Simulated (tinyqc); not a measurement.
Worked calculation: Jacobi rotations on a symmetric matrix. One step of it, computed by the program tinyqc.

Task: Jacobi rotation 1. Take the largest off-diagonal element A_pq; tan 2 theta = 2 A_pq / (A_qq - A_pp) with |theta| <= pi/4; A' = J^T A J with J_pp = J_qq = cos, J_pq = sin, J_qp = -sin.

A:
```
,1,2,3,4,5,6
1,0.698000,-0.050000,-0.459000,0.278000,0.485000,0.178000
2,-0.050000,1.336000,-0.135000,-0.327000,0.342000,0.304000
3,-0.459000,-0.135000,1.373000,-0.005000,0.189000,-0.133000
4,0.278000,-0.327000,-0.005000,1.962000,0.171000,0.440000
5,0.485000,0.342000,0.189000,0.171000,3.302000,-1.120000
6,0.178000,0.304000,-0.133000,0.440000,-1.120000,4.442000
```

Give: p, q, theta; A'.

Result:

p, q, theta (rad): 5.000  6.000  -0.550

A':
```
,1,2,3,4,5,6
1,0.698,-0.050,-0.459,0.278,0.507,-0.102
2,-0.050,1.336,-0.135,-0.327,0.450,0.080
3,-0.459,-0.135,1.373,-0.005,0.092,-0.212
4,0.278,-0.327,-0.005,1.962,0.376,0.286
5,0.507,0.450,0.092,0.376,2.615,0.000
6,-0.102,0.080,-0.212,0.286,0.000,5.129
```
